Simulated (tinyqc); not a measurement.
Worked calculation: harmonic frequencies on the UHF/3-21g surface (energies and gradients from PySCF), for H2-, spin multiplicity 2. The basis has no diffuse functions, so it cannot describe the extra electron: this is an exercise in the method, not the real anion. One step of it, computed by the program tinyqc.

Question. Normal modes. Diagonalise H_ij / sqrt(m_i m_j); the 5 smallest eigenvalues belong to translations and rotations; wavenumber = sqrt(eigenvalue / 1822.888) x 219474.63; each mode has its largest component positive (the first on a tie); zero-point energy = sum of wavenumbers / 2, with 349.755 1/cm per kcal/mol. A mass of 2.014 u marks deuterium.

Hessian (symmetrised) (hartree/bohr^2), lower triangle:
```
             1Hx          1Hy          1Hz          2Hx          2Hy         2Hz
1Hx  -0.00000008
1Hy   0.00000000  -0.00000008
1Hz   0.00000000   0.00000000   0.01889873
2Hx   0.00000008   0.00000000   0.00000000  -0.00000008
2Hy   0.00000000   0.00000008   0.00000000   0.00000000  -0.00000008
2Hz   0.00000000   0.00000000  -0.01889873   0.00000000   0.00000000  0.01889873
```

masses (u): 1H 2.014102, 2H 1.007825

Give: eigenvalues of the mass-weighted Hessian; harmonic wavenumbers of the vibrations; mass-weighted modes; zero-point energy.

Answer.

eigenvalues of the mass-weighted Hessian (hartree/(bohr^2 u)): 0.0000  0.0000  0.0000  0.0000  0.0000  0.0281

harmonic wavenumbers of the vibrations (1/cm): 862.2

mass-weighted modes:
```
      mode 1
1Hx   0.0000
1Hy   0.0000
1Hz  -0.5775
2Hx   0.0000
2Hy   0.0000
2Hz   0.8164
```

zero-point energy = 1.2326 kcal/mol
